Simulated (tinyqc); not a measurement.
Stress in a transistor channel from embedded alloy regions, liners and fins, by half-space elasticity: one step, computed by the program tinyqc. Command: `OMP_NUM_THREADS=1 python tinyqc.py 3000881 3000882 out.jsonl stressor walk`. One thread of a shared host (Intel(R) Xeon(R) Processor @ 2.30GHz), about 0.01 s of CPU time with the checks.

Plane strain in an isotropic half-space, the same constants everywhere; x along the channel from its centre, y downwards from the free surface; stress is positive in tension.

Problem. Closed form at the surface. At x = y = 0 the integral is s_xx = -(4/pi) [E e/(1 - nu)] [arctan(2 d/L) - arctan(d/(L/2 + S))].

Inputs (values chosen for the exercise, modelled on silicon):

| quantity | value | unit |
|---|---|---|
| Young's modulus E | 162 | GPa |
| Poisson ratio nu | 0.21 | - |
| channel length L | 78 | nm |
| length of each stressor S | 195 | nm |
| recess depth d | 25 | nm |

Stressor: Si(1-x)Ge(x) source and drain.

misfit e = 0.007866

Give: s_xx at the surface.

Solution.

s_xx at the surface = -952.1 MPa

For fixed L and S it is largest at d = sqrt((L/2)(L/2 + S)) = 95.5 nm; d is short of that.
